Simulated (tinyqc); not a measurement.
Plane-wave Kohn-Sham cycle with exchange-only LDA in a layered model solid, step by step. One step of it, computed by the program tinyqc.

Problem. Iteration 2: levels at that k. Diagonalise the Hermitian matrix.

H (hartree), lower triangle:
```
,-3,-2,-1,+0,+1,+2,+3
-3,0.302347
-2,0.108312,0.005556
-1,0.006969,0.108312,-0.159328
+0,-0.001282,0.006969,0.108312,-0.192304
+1,-0.000232,-0.001282,0.006969,0.108312,-0.093374
+2,-0.000123,-0.000232,-0.001282,0.006969,0.108312,0.137463
+3,0.000039,-0.000123,-0.000232,-0.001282,0.006969,0.108312,0.500207
```

Give: eigenvalues.

Solution.

eigenvalues (hartree): -0.327  -0.188  -0.061  0.044  0.159  0.341  0.532
